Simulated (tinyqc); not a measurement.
Permeation of metal atoms or ions through a thin barrier or dielectric: time lag, field-aided drift and lifetime: one step, computed by the program tinyqc. Command: `OMP_NUM_THREADS=1 python tinyqc.py 3024730 3024731 out.jsonl barrier walk`. One thread of a shared host (Intel(R) Xeon(R) Processor @ 2.30GHz), about 0.01 s of CPU time with the checks.

The film 0 < x < d is empty at first; C = C0 at x = 0 and C = 0 at x = d. dC/dt = D d2C/dx2 - v dC/dx with drift v = D z e V/(k_B T d) (uniform field, no space charge).

Task: Time to the critical dose. Steady flux J = (D C0/d) P/(1 - exp(-P)); time lag in units of d^2/D: s_L = [P (1 + exp(-P))/(1 - exp(-P)) - 2]/P^2 (P = 0: J = D C0/d, s_L = 1/6). Dose through the film Q(s) = C0 d {f (s - s_L) - 2 exp(P/2) sum_(n=1..200) (-1)^n n^2 pi^2 exp(-l_n s)/l_n^2}, l_n = n^2 pi^2 + P^2/4, f = P/(1 - exp(-P)) the relative flux. Temperatures in kelvin are T(C) + 273.15. Solve Q = Q_c for s. At the use temperature D and P take T_u, with the same C0 and V; 1 year = 3.15576e7 s.

Inputs (values chosen for the exercise, for a model case: singly charged ions through a dielectric):
```
quantity,value,unit
thickness d,34,nm
prefactor D0,6.7e-07,cm^2/s
activation energy E,0.716,eV
concentration at the source side C0,1.3e+15,1/cm^3
charge number z,1,-
voltage V (positive drives ions across),0.1,V
critical dose Q_c,2e+07,1/cm^2
test temperature T,150,C
use temperature T_u,85,C
```

Peclet number P = 2.742412

time scale d^2/D = 5814.969 s

Constants: k_B = 8.617333262e-05 eV/K.

Give: s at the critical dose; failure time at T; failure time at T_u.

Result:

s at the critical dose = 0.06555

failure time at T = 381.2 s

failure time at T_u = 4.086e-04 years

Caution: grain boundaries, pinholes, trapping and space charge are left out; thin real barriers usually fail at defects.
